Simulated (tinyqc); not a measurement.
Single-domain magnet: Stoner-Wohlfarth switching, Neel-Arrhenius retention, LLG dynamics and spin torque: one step, computed by the program tinyqc. Command: `OMP_NUM_THREADS=1 python tinyqc.py 3027097 3027098 out.jsonl macro walk`. One thread of a shared host (Intel(R) Xeon(R) Processor @ 2.30GHz), about 0.2 s of CPU time with the checks.

The moment is uniform, with unit vector m; z is the easy axis. mu_0 = 1.25663706212e-6 T m/A, gamma = 1.76085963023e11 rad/(s T).

Question. Effective anisotropy. The disc is treated as an oblate spheroid with p = t/d: N_z = [1 - p arccos(p)/sqrt(1 - p^2)]/(1 - p^2); V = pi d^2 t/4; K_eff = K_u + K_i/t + K_shape, K_shape = -(mu_0 M_s^2/4)(3 N_z - 1); mu_0 H_K = 2 K_eff/M_s.

Inputs (values chosen for the exercise, for a model magnet):
```
quantity                      value    unit
saturation magnetisation M_s   1140    kA/m
diameter d                       45      nm
thickness t                     1.9      nm
interface anisotropy K_i       2.19  mJ/m^2
bulk anisotropy K_u              29  kJ/m^3
```

Shape: thin disc, easy axis normal to it.

Give: demagnetising factor N_z; volume V; K_shape; K_eff; anisotropy field mu_0 H_K.

Answer.

demagnetising factor N_z = 0.9371

volume V = 3022 nm^3

K_shape = -739.5 kJ/m^3

K_eff = 442.1 kJ/m^3

anisotropy field mu_0 H_K = 0.7757 T

Shape works against the easy axis and takes 63 % of the other terms. Caution: a flat cylinder has a smaller N_z than the spheroid of the same t/d, so K_eff of a real disc is larger.
